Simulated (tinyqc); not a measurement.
Diffused layer (Gaussian), carriers, mobility and sheet resistance with incomplete ionisation: one step of the calculation.

A p-type layer from the surface x = 0 to the junction xj, N(x) = N0 exp(-(x/Ld)^2). Local neutrality (no depletion at surface or junction, no spilling of carriers), intrinsic carriers neglected, Boltzmann statistics.

Task. Sheet quantities by the trapezoid rule. Dose = integral of N, carrier sheet density = integral of p, 1/Rs = q integral of p mu, mean mobility 1/(q Rs sheet density), Hall mobility (unit Hall factor) = integral of p mu^2 over integral of p mu, Hall sheet density = (integral of p mu)^2/integral of p mu^2; all from 0 to xj.

Constants: q = 1.602176634e-19 C. Results are converted to the units shown.

| point | x (nm) | N (cm^-3) | p (1e17 cm^-3) | mu (cm^2/(V s)) |
|---|---|---|---|---|
| 0 | 0.00000 | 4.5e18 | 3.2441421 | 44.152588 |
| 1 | 18.07096 | 4.1219081e18 | 3.0996344 | 44.480607 |
| 2 | 36.14191 | 3.1677847e18 | 2.7023365 | 45.448912 |
| 3 | 54.21287 | 2.0426059e18 | 2.1462579 | 47.003368 |
| 4 | 72.28383 | 1.1050581e18 | 1.5473109 | 49.034986 |
| 5 | 90.35479 | 5.0159960e17 | 1.0049659 | 51.366964 |
| 6 | 108.42574 | 1.9102967e17 | 0.5786579 | 53.764610 |
| 7 | 126.49670 | 6.1040215e16 | 0.2852804 | 55.980313 |
| 8 | 144.56766 | 1.6364504e16 | 0.1121617 | 57.819418 |
| 9 | 162.63862 | 3.6809611e15 | 0.0316091 | 59.187195 |
| 10 | 180.70957 | 6.9469019e14 | 0.0056935 | 60.082593 |
| 11 | 198.78053 | 1.1e14 | 0.0000000 | 60.549183 |

Wanted: dose; carrier sheet density; Rs; mean mobility; Hall mobility; Hall sheet density.

Result.

dose = 2.433e13 cm^-2
carrier sheet density = 2.374e12 cm^-2
Rs = 5.603e4 ohm/square
mean mobility = 46.93 cm^2/(V s)
Hall mobility = 47.15 cm^2/(V s)
Hall sheet density = 2.363e12 cm^-2

Carriers make up 9.76 % of the dose. A Hall measurement weights the mobile tail, so its sheet density is 0.46 % below the true one.

tinyqc, about 0.01 s, one thread, Intel Xeon 2.30GHz (shared host): `OMP_NUM_THREADS=1 python tinyqc.py 2110003 2110004 out.jsonl`
